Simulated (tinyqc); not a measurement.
Epitaxial growth on a vicinal surface: Burton-Cabrera-Frank step flow, step-edge barrier and island nucleation: one step, computed by the program tinyqc. Command: `OMP_NUM_THREADS=1 python tinyqc.py 3010416 3010417 out.jsonl stepflow walk`. One thread of a shared host (Intel(R) Xeon(R) Processor @ 2.30GHz), about 0.03 s of CPU time with the checks.

Adatoms land at rate F, hop on a square grid (a simplification for hexagonal faces), desorb, or join steps. Lengths are in units of a and n is the adatom coverage. Steps ascend at x = 0 and descend at x = l.

Task: Terrace solution. D n'' - n/tau + F = 0 with n(0) = n_eq and -l_s n'(l) = n(l) - n_eq. With u = n - F tau, A = n_eq - F tau, y = l/x_s, s = l_s/x_s: u = A cosh(x/x_s) + B sinh(x/x_s), B = A (1 - cosh y - s sinh y)/(sinh y + s cosh y). Flux into the ascending step J+ = D B/x_s, over the descending one J- = -(D/x_s)(A sinh y + B cosh y); step velocity J+ + J-; growth rate (J+ + J-)/l. For small y: J+ + J- = (F - n_eq/tau) l, J-/J+ = l/(l + 2 l_s). The coverage peaks where n' = 0, tanh(x/x_s) = -B/A.

Inputs (values chosen for the exercise, close to those used for Si(001)): deposition rate F = 1.3 layers/s; temperature T = 880 C.

D = 7.809332e+09 a^2/s

lifetime tau = 0.7064918 s

diffusion length x_s = 74278.05 a

equilibrium coverage n_eq = 3.443057e-06

terrace width l = 10.14201 a

Schwoebel length l_s = 2.345441 a

Give: J+; J-; growth rate; peak coverage; position of the peak.

Result:

J+ = 7.8305 atoms per step site and s

J- = 5.3541 atoms per step site and s

growth rate = 1.3000 layers/s

peak coverage = 3.4461e-06

position of the peak = 6.0235 a
